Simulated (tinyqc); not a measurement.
Kinetic Monte Carlo and master equation for a particle on a ring of sites with traps and bias: one step, computed by the program tinyqc. Command: `OMP_NUM_THREADS=1 python tinyqc.py 3000989 3000990 out.jsonl kmc walk`. One thread of a shared host (Intel(R) Xeon(R) Processor @ 2.30GHz), about 0.06 s of CPU time with the checks.

5 sites on a ring, numbered 1 to 5. The saddle between i and i+1 lies at E0 + s b_i and site i at s eps_i; a force F tilts the landscape, with the saddle half-way.

Task: Rate table. Rates: k(i to i+1) = nu exp(-(E0 + s b_i - s eps_i - F a/2)/(k_B T)), k(i to i-1) = nu exp(-(E0 + s b_(i-1) - s eps_i + F a/2)/(k_B T)). Share right = k right/(k right + k left); mean stay = 1/(k right + k left).

Inputs (values chosen for the exercise, for a model defect): reference barrier E0 = 0.72 eV; scale factor s of the disorder = 1; attempt frequency nu = 13 THz; temperature T = 540 K; site spacing a = 3.4 angstrom; force F along the ring = 0.031 eV/angstrom.

Disorder: random barriers.

site energies eps_i (eV): [0, 0, 0, 0, 0]

saddle shifts b_i between sites i and i+1 (eV): [-0.016, 0.06, -0.069, -0.025, -0.063]

Constants: k_B = 8.617333262e-05 eV/K.

Give: Rates, shares of right hops and mean stays.

Result:

Rates, shares of right hops and mean stays:
```
site  k right (1/s)  k left (1/s)  share right  mean stay (s)
1         1.085e+07     3.093e+06       0.7782      7.172e-08
2         2.119e+06     1.126e+06       0.6529      3.081e-07
3         3.389e+07     2.200e+05       0.9936      2.932e-08
4         1.316e+07     3.519e+06       0.7891      5.994e-08
5         2.979e+07     1.367e+06       0.9561      3.210e-08
```

The particle stays longest on site 2, 10.5 times as long as on the quickest site.
